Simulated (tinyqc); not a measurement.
Mobility of a non-polar semiconductor in the relaxation-time approximation: one step, computed by the program tinyqc.

Each valley is treated as a sphere of mass m_d for states and rates, with one isotropic relaxation time; the conductivity mass m_c sets the current.

Question. Fermi level and screening. Kane band: hbar^2 k^2/(2 m) = E (1 + alpha E), speed v = hbar k/(m (1 + 2 alpha E)), states per spin, volume and energy g(E) = m k (1 + 2 alpha E)/(2 pi^2 hbar^2); overlap factors are set to 1. Here m = m_d. Masses are multiplied by m_0 and all formulas are in SI units. The reduced Fermi level eta = E_F/(k_B T) solves n = 2 Z int g f dE with f = 1/(1 + exp(x - eta)) (Z = 1 unless valleys are given); screening length L_s = sqrt(eps_s eps_0 k_B T/(e^2 dn/deta)), dn/deta = 2 Z int g f (1 - f) dE. Integrals over x = E/(k_B T) use 160 Gauss-Legendre points in u = sqrt(x) from 0 to sqrt(max(eta, 0) + 32).

Inputs (values chosen for the exercise, modelled on electrons in silicon):
```
quantity                     value    unit
equivalent valleys Z             6       -
non-parabolicity alpha        0.51    1/eV
static permittivity eps_s     11.7       -
carrier density n          1.2e+17  1/cm^3
temperature T                  500       K
```

Band: Kane. Impurity formula: Brooks-Herring. Further scattering: none.

density-of-states mass m_d = 0.3202700 m_0

Constants: k_B = 8.617333262e-05 eV/K; m_0 = 9.1093837015e-31 kg; e = 1.602176634e-19 C; hbar = 1.054571817e-34 J s; eps_0 = 8.8541878128e-12 F/m; k_B = 1.380649e-23 J/K.

Give: reduced Fermi level eta; screening length L_s.

Answer.

reduced Fermi level eta = -6.273

screening length L_s = 15.24 nm

The gas is non-degenerate (eta < -2), and L_s is close to the Debye length.
